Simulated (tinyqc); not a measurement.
Comparisons within one model: two-band massive Dirac model of the K valleys. A value that a table varies takes the place of the one given here.

Basis (conduction, valence): H = [[D/2, a t (tau kx - i ky)], [a t (tau kx + i ky), -D/2 + lam tau sz]], valley tau = +/-1, spin sz = +/-1. The gap of a spin and valley is G = D - lam tau sz. Berry curvature Omega = curl of i<u|grad u>; for the conduction band Omega_c = -tau 2 a^2 t^2 G/(G^2 + 4 a^2 t^2 k^2)^(3/2), and Omega_v = -Omega_c.

Constants: hbar^2/2m0 = 3.80998211 eV angstrom^2.

Parameters, chosen for this exercise (near those used for monolayer MoSe2; not measured data): a = 3.32 angstrom (lattice constant); D = 1.38 eV (gap parameter); t = 0.89 eV (effective hopping); lam = 0.087 eV (half the valence spin splitting).

## Away from the valley

Flavour tau = +1, sz = +1. Parabolic transition energy G + 2 a^2 t^2 k^2/G; degree of circular polarisation eta = 2 cos(theta)/(1 + cos^2(theta)). The last column is the Berry flux of the conduction band inside |k|, over 2 pi: -(1 - cos(theta))/2, cos(theta) = G/(transition energy).

Along |k|:
```
|k| (1/angstrom)  transition (eV)  parabolic (eV)  Omega_c (angstrom^2)     eta  flux/2 pi
0.000                      1.2930          1.2930               -10.445  1.0000     0.0000
0.025                      1.3014          1.3014               -10.243  1.0000    -0.0032
0.050                      1.3263          1.3268                -9.677  0.9997    -0.0126
0.075                      1.3669          1.3690                -8.841  0.9985    -0.0270
0.100                      1.4216          1.4280                -7.858  0.9955    -0.0452
0.150                      1.5677          1.5969                -5.860  0.9817    -0.0876
0.200                      1.7518          1.8332                -4.200  0.9556    -0.1309
0.300                      2.1943          2.5084                -2.137  0.8748    -0.2054
```

What does this show?

The curvature halves at |k| = 0.168 1/angstrom, where 2 a t k = 0.766 G. At 0.3 the parabola is 314 meV too high, eta has fallen only to 0.875, and the flux has reached -0.205 of the -1/2 that a whole cone holds. The real bands leave this model beyond about 0.1 to 0.2 1/angstrom, where trigonal warping and other bands enter.

## Hole doping of the spin-split valence bands

The Fermi level lies E below the top of the valence band. kF for the upper and lower band of valley +1 from the two-band energy; each flavour holds kF^2/(4 pi) holes per area and both valleys count. Spin polarisation within one valley; Berry flux removed from valley +1, the sum of (1 - cos(theta_F))/2 with cos(theta_F) = G/sqrt(G^2 + 4 a^2 t^2 kF^2), in units of 2 pi.

Holes:
```
E (meV)  kF upper (1/angstrom)  kF lower  p (1e12/cm^2)  spin polarisation in a valley  flux/2 pi
21.8                    0.0572    0.0000           5.21                          1.000     0.0163
43.5                    0.0816    0.0000          10.60                          1.000     0.0315
87.0                    0.1173    0.0000          21.89                          1.000     0.0593
130.5                   0.1459    0.0000          33.86                          1.000     0.0840
165.3                   0.1662    0.0000          43.94                          1.000     0.1018
191.4                   0.1804    0.0544          56.50                          0.833     0.1258
261.0                   0.2155    0.1244          98.58                          0.500     0.1968
348.0                   0.2558    0.1808         156.15                          0.333     0.2708
```

What can be read from the table?

Up to E = 2 lam = 174 meV, a density of 46.5e12/cm^2, only the upper band of this model is emptied and each valley is fully spin-polarised, oppositely in the two. Beyond it the polarisation falls, to 0.33 in the last row. The flux, times e^2/h, is in size the change of the Hall conductivity of one valley; the other valley cancels it in the charge current. Rows with kF above about 0.2 1/angstrom lie beyond the range of the model, and in real layers the valley at Gamma, close below in MoS2 and WS2, can take holes as well.

## What each parameter does

Flavour tau = sz = +1 at k = 0: gap G, mass c G/(a t)^2 with c = hbar^2/2m0, Omega_c, and the B - A splitting 2 lam. Each row changes one parameter from the base and keeps the others.

Results:
```
case                 G (eV)  mass (m0)  Omega_c (angstrom^2)  B - A (eV)
base                 1.2930     0.5642               -10.445      0.1740
a = 3.3864 angstrom  1.2930     0.5423               -10.866      0.1740
D = 1.518 eV         1.4310     0.6245                -8.527      0.1740
t = 0.801 eV         1.2930     0.6966                -8.460      0.1740
lam = 0.1305 eV      1.2495     0.5453               -11.184      0.2610
```

What can be read from the table?

The largest shifts from the base row, up to three for each result and ties (the steps differ in size, so this ranks the rows, not the parameters). G (eV): D +0.1380, lam -0.0435; unchanged at the printed digits by a and t. mass (m0): t +0.1324, D +0.0602, a -0.0219. Omega_c (angstrom^2): t +1.984, D +1.917, lam -0.740. B - A (eV): lam +0.0870; unchanged at the printed digits by a, D and t. The mass goes as G/(a t)^2 and the curvature as (a t)^2/G^2, so their product is -2c/G.

Program tinyqc; command `OMP_NUM_THREADS=1 python tinyqc.py 1451727 1451728 out.jsonl`; about 0.01 s on one thread of a shared Intel(R) Xeon(R) Processor @ 2.30GHz.
